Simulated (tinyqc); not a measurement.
Size effects in the resistivity of thin metal films and interconnect lines. Changing the specularity p. Computed by tinyqc, a small Python program. Command: `OMP_NUM_THREADS=1 python tinyqc.py 3007826 3007827 out.jsonl size sweep`. One thread of a shared host (Intel(R) Xeon(R) Processor @ 2.30GHz), about 0.01 s of CPU time with the checks.

Electrons lose their drift at surfaces (a share 1 - p of the hits) and at grain boundaries (reflection R), besides bulk scattering. The line sits in a trench with a non-conducting liner on both walls and the bottom; the spacing equals the drawn width.

Inputs (values chosen for the exercise, modelled on aluminium): bulk resistivity rho_b = 2.64 microohm cm; bulk mean free path lambda = 19.8 nm; grain-boundary reflection R = 0.33; drawn line width w = 110 nm; grain size over metal width = 0.6; aspect ratio (height over width) = 1.4; liner thickness t = 1.7 nm; line length = 1.8 micrometre; permittivity of the dielectric k = 2.5.

Geometry: line.

Constants: eps_0 = 8.8541878128e-12 F/m.

Method:
- Metal width w_m = w - 2t, height h_m = (aspect ratio) w - t, grain size D = (ratio) w_m.
- Mayadas-Shatzkes: alpha = (lambda/D) R/(1 - R); rho_b/rho = 1 - 3 alpha/2 + 3 alpha^2 - 3 alpha^3 ln(1 + 1/alpha).
- Fuchs-Sondheimer film: rho_b/rho = 1 - (3/(2 kappa))(1 - p) int_0^1 (s - s^3)(1 - exp(-kappa/s))/(1 - p exp(-kappa/s)) ds, f = rho/rho_b, kappa = thickness/lambda, 80 Gauss-Legendre points.
- Line: the excess of a film of thickness w_m and of a film of thickness h_m are added, rho/rho_b = 1 + (f(w_m) - 1) + (f(h_m) - 1), an estimate that holds best when both sides exceed lambda.
- Total: rho = rho_b [1 + surface excess + grain excess]; resistance per length rho/(w_m h_m); capacitance per length C = 2 k eps_0 (aspect ratio + 1/2), a parallel-plate estimate for two neighbours plus a fixed term for the planes above and below; delay 0.38 R C L^2; effective resistivity per drawn area.

One run for each value:
```
specularity p  resistivity rho (microohm cm)  rho/rho_b from surfaces
0.00                                  3.5542                   1.1261
0.15                                  3.5016                   1.1061
0.30                                  3.4499                   1.0866
0.45                                  3.3993                   1.0674
0.60                                  3.3495                   1.0485
0.75                                  3.3007                   1.0301
0.90                                  3.2528                   1.0119
0.99                                  3.2245                   1.0012
```

What does the table show, and why?

Over the rows, resistivity rho (microohm cm) falls from 3.55 to 3.22; rho/rho_b from surfaces falls from 1.13 to 1.00. Even nearly specular surfaces leave rho at 1.22 times the bulk value, the grain-boundary part.

Extremes, crossings and ranges named in words are read from the listed rows.
